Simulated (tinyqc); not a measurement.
Worked calculation: nanosheet or nanowire with hard walls, valleys of the Ge type. Values are carried at full precision from step to step, so a last printed digit may differ when a step is redone from the rounded ones.

Four ellipsoidal valleys along <111>: inverse mass tensor w = 1/mt + (1/ml - 1/mt) a a^T with a the unit axis. Device axes: x along the channel, z = [001], y = z x x. The Gamma and Delta valleys are left out; the heavy Delta valleys, about 0.18 eV up, lie lowest once the L levels pass about 0.2 eV.

Constants: hbar^2/2m0 = 3.80998211 eV angstrom^2; hbar = 6.58211957e-16 eV s; e^2/h = 3.874045865e-05 S; kB = 8.617333262e-05 eV/K.

Parameters, chosen for this exercise (near those of Ge; the results hold for these values, not for the real material): ml = 1.591 m0 (longitudinal mass); mt = 0.081 m0 (transverse mass); channel = 110 (transport direction x on a (001) wafer); W = 70 angstrom (width, along y); H = 32 angstrom (height, along z = [001]); dE = 0.175 eV (EF above the lowest subband edge); T = 300 K (temperature); g_all = 4 (number of valleys).

## Valley masses for a [110] channel

Rotate w into the device axes and group equal valleys (|w_yz| counts); order by w_zz, then w_yy. 1/m_x = w_xx - w_xc w_c^-1 w_cx with c the block (y, z).

Valleys:
```
group  valleys g     w_yy    w_zz  |w_yz|  m_x (m0)
A              2   4.5343  8.4400  5.5235    0.0810
B              2  12.3457  8.4400  0.0000    1.0877
```

The lightest transport mass, 0.081 m0, belongs to group A.

## One-dimensional subbands

Hard walls around a W x H rectangle. The block w_c of w in (y, z) confines; the transport mass follows from 1/m_x = w_xx - w_xc w_c^-1 w_cx. The cross-section problem c (w_yy ky^2 + 2 w_yz ky kz + w_zz kz^2), c = hbar^2/2m0, is solved in products sin(n pi y/W) sin(l pi z/H), n, l = 1 to 12; if w_yz = 0 the levels are c pi^2 (w_yy n^2/W^2 + w_zz l^2/H^2). The w_yz term couples (n, l) to (n', l') by -2 c w_yz D_nn'(W) D_ll'(H) with D_nm(L) = 4 n m/(L (n^2 - m^2)) for n + m odd and 0 otherwise.

The ten lowest levels of all groups together, numbered within each group.

Subbands:
```
label  valleys g  m_x (m0)  E (eV)
A1             2    0.0810  0.3196
A2             2    0.0810  0.3486
A3             2    0.0810  0.3961
B1             2    1.0877  0.4047
A4             2    0.0810  0.4611
A5             2    0.0810  0.5416
A6             2    0.0810  0.6355
B2             2    1.0877  0.6889
A7             2    0.0810  0.7398
A8             2    0.0810  0.8535
```

The lowest subband is A1; the number of further ones in the list within kB T = 25.9 meV of it at 300 K is 0.

## Modes, density and velocity at zero temperature

With EF = E_lowest + dE, each subband below EF has k_F = sqrt(m_x (EF - E)/c), carries n = 2 g k_F/pi electrons per length (spin included), moves at v = 2 c k_F/(hbar m_x) and adds 2 g e^2/h to the ballistic conductance; c = hbar^2/2m0, 1 angstrom/s = 1e-8 cm/s.

Occupied subbands:
```
label  k_F (1/angstrom)  n (1/nm)  v (1e7 cm/s)
A1               0.0610     0.777          8.72
A2               0.0557     0.710          7.96
A3               0.0458     0.583          6.54
B1               0.1603     2.040          1.71
A4               0.0267     0.340          3.82
```

total n = 4.450 1/nm
ballistic conductance = 774.8 microsiemens

EF lies below the last listed level, so the count is complete for these valleys (other families, and non-parabolicity above about 0.2 eV, are left out): 5 subbands with 10 valley modes. The Fermi velocity, averaged with the densities as weights, is 4.72 x 1e7 cm/s; the mean over all filled states moving one way is half of it.

## Threshold shift from confinement

Without degeneracy the line density is N1 exp((EF - Ec)/kB T) with N1 = sum 2 g sqrt(m_x kB T/(4 pi c)) exp(-E/kB T), here over n, l up to 80 where w_yz = 0 and over all levels of a 12 x 12 sine basis otherwise; the classical value is W H Nc with Nc = 2 g_all (m_dos kB T/(4 pi c))^(3/2), m_dos = (ml mt^2)^(1/3); dVt = kB T ln(W H Nc/N1).

Form N1, W H Nc and dVt.

N1 = 1.716e-06 1/nm
W H Nc = 0.2297 1/nm
dVt = 305.2 mV

## Checks

- Lowest level of group A on a 40 x 40 difference grid against the sine basis, eV: both 0.320.

(tinyqc, `OMP_NUM_THREADS=1 python tinyqc.py 1281829 1281830 out.jsonl`, Intel(R) Xeon(R) Processor @ 2.30GHz, 1 thread, shared host, about 0.2 s.)
